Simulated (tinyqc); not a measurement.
States in the gap of a film: thin (001) film in sp3s* tight binding with raised dangling bonds.

Planes alternate anion (a), cation (c) along [001], a/4 apart, starting with an anion; zero in-plane momentum; levels counted from the bulk Ev, the lower root of [[Epa, Vxx], [Vxx, Epc]]; no spin-orbit coupling. Block of s, pz, s*: from an anion to the cation above, Vss/2 (s,s), Vsapc/2 (s,z), -Vscpa/2 (z,s), Vxx/2 (z,z), Vxapc/2 (s*,z), -Vpaxc/2 (z,s*); to the cation below the same with the s-z and s*-z signs reversed. Block of u = (px + py)/sqrt2 and v = (px - py)/sqrt2: to the cation above (Vxx + Vxy)/2 for u and (Vxx - Vxy)/2 for v, to the cation below the reverse. Each surface atom has two dangling sp3 hybrids; raising both by dl adds (dl/2) [[1, t], [t, 1]] to its s, pz levels (t = -1 at the bottom face, +1 at the top) and dl to the one of u, v in whose plane the missing bonds lie (v for a bottom anion or a top cation, u for a top anion).

Values chosen for the exercise (out of a larger set: near a published set for GaP, fitted to gaps, whose masses and valley positions are rough; not measured data): p = (-8.118, 1.133, -2.206, 4.11, 8.476, 7.224, -7.509, 2.136, 5.136, 4.246, 6.292, 4.685, 5.093) eV (order Esa, Epa, Esc, Epc, Exa, Exc, Vss, Vxx, Vxy, Vsapc, Vscpa, Vxapc, Vpaxc); Nw = 29 (planes in the thicker film).

edges (eV): Gamma 2.88987, Delta 2.27426

Levels between 0 and the lower bulk edge, the largest weight on the two outer planes of both faces among them, and the nearest levels outside, for several shifts dl.

Film of Nw planes:
```
dl (eV)  levels in the gap                     at (eV)  surface weight  next above (eV)  next below (eV)
0                        4  0.005, 0.088, 1.115, 1.115            0.83           2.2886          -0.0454
1                        4  0.266, 0.298, 1.968, 1.968            0.87           2.2886          -0.0440
2                        2                0.626, 0.637            0.63           2.2887          -0.0434
3                        2                1.059, 1.064            0.69           2.2887          -0.0430
5                        2                1.960, 1.964            0.70           2.2892          -0.0426
10                       0                           -               -           2.2884          -0.0421
30                       0                           -               -           2.2885          -0.0418
100                      0                           -               -           2.2885          -0.0416
```

Can the levels of the bare film be read as confined subbands?

No: with bare surfaces (dl = 0) 4 levels lie in the bulk gap, with up to 83 % of the weight on the four outer planes, two a face, where an even spread gives 14 %; these are dangling-bond states, not subbands. The reruns show the bulk gap clear from dl = 10 eV on, and at dl = 30 eV the next level above lies 0.0 meV from its value at 100 eV.

Computed by tinyqc, a small Python program: `OMP_NUM_THREADS=1 python tinyqc.py 1452162 1452163 out.jsonl` (the numbers bound the seed that draws the inputs); one thread of a shared host (Intel(R) Xeon(R) Processor @ 2.30GHz), about 0.4 s for the whole set of steps.
